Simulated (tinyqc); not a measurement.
Inverse iteration on a symmetric matrix, step by step. One step of it, computed by the program tinyqc.

Question. Step 1. solve (A - shift) w = v; v' = w/|w| with its largest component positive (the first on a tie); lambda = v'^T A v'.

A, lower triangle:
```
           1          2         3         4
1   1.421000
2  -0.220000   2.973000
3  -0.420000   0.161000  3.113000
4   0.180000  -0.005000  0.059000  5.393000
```

vector v at the start: 0.500000  0.500000  0.500000  0.500000

shift = 1.040000

Give: vector after step 1; Rayleigh quotient after step 1.

Answer.

vector after step 1: 0.9428  0.1896  0.2742  0.0042

Rayleigh quotient after step 1 = 1.3265
